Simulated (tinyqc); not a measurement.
Electron mobility in a silicon inversion layer, empirical terms and Matthiessen rule: two steps of the calculation.

Inversion layer of sheet density Ns on a uniformly doped body. The mobility terms are empirical power laws with prefactors chosen for the exercise; adding their inverses (Matthiessen) is itself an approximation.

Inputs (values chosen for the exercise); material values close to those of silicon:
```
symbol,value,unit,meaning
T,300,K,temperature
eps_r,11.7,,relative permittivity of the semiconductor
Nb,5.3e17,cm^-3,body doping
eta,0.5,,weight of the inversion charge in the effective field
Cox,1.56,uF/cm^2,gate capacitance
Ap,452,cm^2/(V s),phonon-limited mobility at 1 MV/cm and 300 K
As,715,cm^2/(V s),roughness-limited mobility at 1 MV/cm
gs,2,,exponent of the roughness term
Ac,3200,cm^2/(V s),Coulomb prefactor
Nit,7.2e11,cm^-2,charge at the interface
WL,20,,ratio W/L
Vd,0.05,V,drain voltage
I,66.2,uA,measured linear current
```

Constants: q = 1.602176634e-19 C, eps0 = 8.8541878128e-14 F/cm where lengths are in cm. Results are converted to the units shown.

Problem 1. Inversion density for the measured current. I = (W/L) q Ns mu Vd. E = q (Ndep + eta Ns)/(eps0 eps_r) in MV/cm. With t = T/(300 K): muC = Ac (Ns/1e12 cm^-2) t/(Nb/1e17 cm^-3 + Nit/1e11 cm^-2), muP = Ap E^(-1/3) t^(-1.75), muS = As E^(-gs); 1/mu is the sum of the inverses. Ns(new) = I/((W/L) q mu Vd).

Ns at the start = 2.7e12 cm^-2
Ndep = 2.5332466e12 cm^-2

Wanted: E; mu; Ns after iteration 1.

Solution 1.

E = 0.60058 MV/cm
mu = 261.93 cm^2/(V s)
Ns after iteration 1 = 1.5775e12 cm^-2

Problem 2. Split C-V extraction. Q(Vg) is the trapezoid sum of Cgc from the first point (where Q is taken as 0); mu_eff = I/((W/L) Q Vd); mu_FE = (dI/dVg)/((W/L) Cox Vd) with a backward difference. Listed from point 4 on.

| point | Vg (V) | Cgc (uF/cm^2) | I (uA) |
|---|---|---|---|
| 0 | 0.2 | 6.4128125e-4 | 7.3104769e-7 |
| 1 | 0.3 | 0.012762267 | 2.9145699e-4 |
| 2 | 0.4 | 0.22144911 | 0.099041601 |
| 3 | 0.5 | 1.1987414 | 7.4991055 |
| 4 | 0.6 | 1.5369074 | 44.234425 |
| 5 | 0.7 | 1.5588322 | 94.390372 |
| 6 | 0.8 | 1.5599417 | 144.08645 |
| 7 | 0.9 | 1.5599971 | 189.15382 |
| 8 | 1 | 1.5599999 | 228.48929 |
| 9 | 1.1 | 1.5600000 | 262.08783 |
| 10 | 1.2 | 1.5600000 | 290.36204 |
| 11 | 1.3 | 1.5600000 | 313.86668 |
| 12 | 1.4 | 1.56 | 333.18018 |

Wanted: Q; mu_eff; mu_FE.

Solution 2.

| point | Q (uC/cm^2) | mu_eff (cm^2/(V s)) | mu_FE (cm^2/(V s)) |
|---|---|---|---|
| 4 | 0.22017 | 200.91 | 235.48 |
| 5 | 0.37496 | 251.73 | 321.51 |
| 6 | 0.53090 | 271.40 | 318.56 |
| 7 | 0.68690 | 275.38 | 288.89 |
| 8 | 0.84290 | 271.08 | 252.15 |
| 9 | 0.99890 | 262.38 | 215.38 |
| 10 | 1.1549 | 251.42 | 181.24 |
| 11 | 1.3109 | 239.43 | 150.67 |
| 12 | 1.4669 | 227.13 | 123.80 |

At the last point mu_FE is 45 % below mu_eff: where the mobility falls with gate voltage the slope of I understates it.

Program tinyqc, `OMP_NUM_THREADS=1 python tinyqc.py 2510012 2510013 out.jsonl`; Intel Xeon 2.30GHz, shared host, one thread, about 0.01 s.
